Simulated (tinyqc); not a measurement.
Where in the gap a trap does harm: carrier lifetime from Shockley-Read-Hall, radiative, Auger and surface recombination. Computed by tinyqc, a small Python program. Command: `OMP_NUM_THREADS=1 python tinyqc.py 3000105 3000106 out.jsonl lifetime walk`. One thread of a shared host (Intel(R) Xeon(R) Processor @ 2.30GHz), about 0.02 s of CPU time with the checks.

Energies are counted from the top of the valence band. Boltzmann statistics, full ionisation, and equal excess densities of electrons and holes.

Inputs (values chosen for the exercise, with bands modelled on 4H-SiC):
```
quantity                          value   unit
gap E_g                             3.2     eV
electron mass m_e                 0.383    m_0
valleys M_c                           3      -
hole mass m_h                      1.96    m_0
temperature T                       300      K
doping N                        5.7e+16  cm^-3
trap level E_t                     1.54     eV
trap density N_t                2.9e+13  cm^-3
electron cross-section sigma_n  1.3e-16   cm^2
hole cross-section sigma_p      3.9e-15   cm^2
```

Doping: n-type. Surface term: two equal surfaces.

Constants: m_0 = 9.1093837015e-31 kg; k_B = 1.380649e-23 J/K; h = 6.62607015e-34 J s; k_B = 8.617333262e-05 eV/K.

Method:
- N_c = 2 M_c (2 pi m_e k_B T/h^2)^(3/2) and N_v = 2 (2 pi m_h k_B T/h^2)^(3/2), masses in units of m_0.
- n_i = sqrt(N_c N_v) exp(-E_g/2 k_B T); majority density N/2 + sqrt(N^2/4 + n_i^2), minority density n_i^2 over it.
- v = sqrt(3 k_B T/m) with m_e or m_h; tau_n0 = 1/(sigma_n v_n N_t), tau_p0 = 1/(sigma_p v_p N_t); n1 = N_c exp(-(E_g - E_t)/k_B T), p1 = N_v exp(-E_t/k_B T).
- Low injection: tau = [tau_p0 (n_0 + n1) + tau_n0 (p_0 + p1)]/(n_0 + p_0). Depleted region (n = p = 0): generation lifetime tau_g = (tau_p0 n1 + tau_n0 p1)/n_i. n1 = N_c exp(-(E_g - E_t)/k_B T), p1 = N_v exp(-E_t/k_B T).

tau_p0 = 1.05986e-06 s

n_0 = 5.70e+16 cm^-3

N_c = 1.78440e+19 cm^-3

tau_n0 = 1.40553e-05 s

p_0 = 3.76651e-32 cm^-3

N_v = 6.88583e+19 cm^-3

n_i = 4.63347e-08 cm^-3

The same trap at other energies:
```
E_t (eV)  SRH lifetime (s)  generation lifetime (s)
0.192           1.1163e-05               1.2429e+19
0.480           1.0600e-06               1.8040e+14
0.800           1.0599e-06               7.5942e+08
1.120           1.0599e-06               3.1968e+03
1.440           1.0599e-06               1.3457e-02
1.600           1.0599e-06               2.8150e-05
1.760           1.0599e-06               2.6302e-04
2.080           1.0599e-06               6.2468e+01
2.400           1.0599e-06               1.4840e+07
2.720           1.0599e-06               3.5252e+12
3.008           1.2573e-06               2.4287e+17
```

What follows from these numbers?

The SRH lifetime (other channels left aside) stays within 10 % of its least value, among these rows, from E_t = 0.48 to 2.72 eV. The generation lifetime has a sharp minimum, among these rows at 1.6 eV and exactly at 1.651 eV, where tau_p0 n1 = tau_n0 p1, since generation needs two thermal jumps and the larger one rules.

Extremes, crossings and ranges named in words are read from the listed rows.
